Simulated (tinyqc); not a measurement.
# Resistance of a tapered via with liner, size effect and interface, step by step

Program tinyqc, `OMP_NUM_THREADS=1 python tinyqc.py 2750130 2750131 out.jsonl`; Intel Xeon 2.30GHz, shared host, one thread, about 0.01 s. Printed values are rounded.

A round via whose diameter grows from db at the bottom as D(z) = db + 2 z/tan(ang). The fill, of diameter D - 2 tl, starts above the bottom liner (thickness fb tl) and has rho = rho0 (1 + ks lam/(D - 2 tl)); the sidewall liner conducts in parallel with it. The bottom liner and the interface are crossed over the full area pi db^2/4. Spreading in the lines above and below is left out.

Inputs (values chosen for the exercise); fill metal close to cobalt: diameter at the bottom db = 55 nm; height hv = 130 nm; sidewall angle ang = 85 degrees; bulk resistivity of the fill rho0 = 6.04 uohm cm; mean free path of the fill lam = 12 nm; size-effect factor ks = 1; liner on the sidewall tl = 1.2 nm; liner at the bottom over that on the sidewall fb = 0.5; resistivity of the liner rl = 400 uohm cm; interface resistivity at the bottom ri = 7.9e-13 ohm cm^2; ballistic conductance per area, about 3/(4 rho0 lam) Sb = 1e15 S/m^2.

## Slices of the via

Slices between z0 = fb tl and hv, evaluated at their midpoints: conductance per length pi/4 [(D - 2 tl)^2/rho + (D^2 - (D - 2 tl)^2)/rl], slice resistance = slice height over that. 10 slices.

```
slice   z (nm)   D (nm)  rho (uohm cm)  slice resistance (ohm)
0         7.07  56.2371        7.38628                0.419157
1        20.01  58.5013        7.33195                0.383198
2        32.95  60.7655        7.28183                0.351649
3        45.89  63.0297        7.23545                0.323821
4        58.83  65.2939        7.19242                0.299154
5        71.77  67.5581        7.15237                0.277188
6        84.71  69.8223        7.11501                0.257545
7        97.65  72.0865        7.08009                0.239909
8      110.590  74.3507        7.04736                0.224017
9      123.530  76.6149        7.01662                0.209647
```

## Total resistance

R_fill = sum of the slices; R_bottom = rl fb tl/(pi db^2/4); R_interface = ri/(pi db^2/4); ballistic (Sharvin) limit 1/(Sb pi (db - 2 tl)^2/4); ideal cylinder rho0 hv/(pi db^2/4).

parts (ohm): fill 2.98529, bottom liner 1.01017, interface 0.0332515
R = 4.02871 ohm
shares (%): fill 74.1003, bottom liner 25.0744, interface 0.8254
ballistic limit = 0.460192 ohm
ideal cylinder = 3.30495 ohm

The fill is the largest part, and R is 1.22 times the ideal cylinder. With 2000 slices R = 4.0299 ohm.
